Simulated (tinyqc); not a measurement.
What each parameter does: two-band k.p model of the X valleys of a zinc-blende crystal.

k along the valley axis, counted from X, c = hbar^2/2m0, e = c k^2/ml. H = [[e - D/2, i P k], [-i P k, e + D/2]] with P^2 = D0 c/ml, so E = e -/+ sqrt(D^2/4 + D0 e). For D = 0 (diamond lattice) the bands cross at X.

With x = D/D0: for x < 1 the minima lie at k_m = sqrt(ml D0 (1 - x^2)/(4 c)), the hump at X has the height dE = (D0/4)(1 - x)^2 and the mass at the minimum is ml/(1 - x^2); the mass at X is ml/(1 - 1/x), negative for x < 1. For x > 1 the minimum is at X.

Thermal masses along the axis for one X point, lower band, E from the minimum, on 1601 points from -0.8 to 0.8 1/angstrom: density-of-states mass m_d = c I^2/(pi kT), I = integral of exp(-E/kT) dk; conductivity mass m_c = 2 c kT/<(dE/dk)^2> with central differences.

Constants: hbar^2/2m0 = 3.80998211 eV angstrom^2; kB = 8.617333262e-05 eV/K.

Inputs chosen for the exercise (of the order of those of GaP; shifted at random, so the results belong to these values and not to a real crystal): D = 0.327 eV (splitting of the two conduction levels at X); D0 = 0.487 eV (coupling energy); ml = 0.965 m0 (mass along the axis from remote bands); T = 150 K (temperature).

Shape of the lower band and thermal masses.

Results for these values:

| case | k_m (1/angstrom) | dE (meV) | m_d (m0) | m_c (m0) |
|---|---|---|---|---|
| base | 0.1301 | 13.142 | 7.950 | 2.613 |

What happens to each result for D0 = 0.4724 eV, all else kept?

Answer: k_m falls from 0.1301 to 0.1248; dE falls from 13.142 to 11.188; m_d rises from 7.950 to 8.199; m_c rises from 2.613 to 2.772.

The same for each parameter in turn:

| case | k_m (1/angstrom) | dE (meV) | m_d (m0) | m_c (m0) |
|---|---|---|---|---|
| base | 0.1301 | 13.142 | 7.950 | 2.613 |
| D = 0.3172 eV | 0.1332 | 14.801 | 7.656 | 2.467 |
| D0 = 0.4724 eV | 0.1248 | 11.188 | 8.199 | 2.772 |
| ml = 0.936 m0 | 0.1282 | 13.142 | 7.711 | 2.535 |
| T = 145.5 K | 0.1301 | 13.142 | 7.987 | 2.606 |

Program tinyqc; command `OMP_NUM_THREADS=1 python tinyqc.py 1880345 1880346 out.jsonl`; about 0.01 s on one thread of a shared Intel(R) Xeon(R) Processor @ 2.30GHz.
